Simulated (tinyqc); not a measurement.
Levels of description: finite square well with mass mismatch (envelope functions).

A square well of width L and depth V0, mass mw inside and mb outside, energies from the bottom of the well, c = hbar^2/2m0. k = sqrt(mw E/c), kappa = sqrt(mb (V0 - E)/c). psi and psi'/m are continuous at the walls (BenDaniel-Duke), so level n solves k L + 2 atan[(k/mw)/(kappa/mb)] = n pi.

Non-parabolic bands: mw is replaced by mw (1 + alpha_w E) and mb by mb (1 - alpha_b (V0 - E)), in k, kappa and the matching condition alike.

Constants: hbar^2/2m0 = 3.80998211 eV angstrom^2.

Inputs chosen for the exercise (near those of the heavy valleys of a Si film in SiO2; not measured data): L = 50 angstrom (well width); V0 = 2.96 eV (barrier height); mw = 0.909 m0 (mass in the well); mb = 0.513 m0 (mass in the barrier); alpha_w = 0.52 1/eV (non-parabolicity in the well); alpha_b = 0.17 1/eV (non-parabolicity in the barrier).

The same well five ways. mb = mw: the barrier takes the mass of the well. psi' continuous: kappa holds mb but the condition drops the masses, k L + 2 atan(k/kappa) = n pi. The last column is measured against BenDaniel-Duke.

Levels (eV):

| model | E1 | E2 | E3 | E1 - E1(BDD) (meV) |
|---|---|---|---|---|
| infinite walls | 0.0165 | 0.0662 | 0.1489 | 1.1 |
| mb = mw | 0.0151 | 0.0603 | 0.1356 | -0.3 |
| BenDaniel-Duke | 0.0154 | 0.0617 | 0.1387 | 0.0 |
| psi' continuous | 0.0146 | 0.0585 | 0.1318 | -0.8 |
| non-parabolic | 0.0156 | 0.0611 | 0.1327 | 0.2 |

Hard walls put E1 1.1 meV too high. Ignoring the mass step moves it by -0.3 meV and the wrong matching by -0.8 meV: with mb/mw = 0.56, continuity of psi'/m lets the slope outside be 0.56 times the slope inside, which acts like a harder wall. Non-parabolicity shifts E1 by +0.2 meV, the balance of a heavier mass in the well, which lowers it, and a lighter mass deep in the barrier, which hardens the wall. Among the finite wells the largest departure in E1 is that of the model 'psi' continuous'.

Computed by tinyqc, a small Python program: `OMP_NUM_THREADS=1 python tinyqc.py 1280230 1280231 out.jsonl` (the numbers bound the seed that draws the inputs); one thread of a shared host (Intel(R) Xeon(R) Processor @ 2.30GHz), about 0.01 s for the whole set of steps.
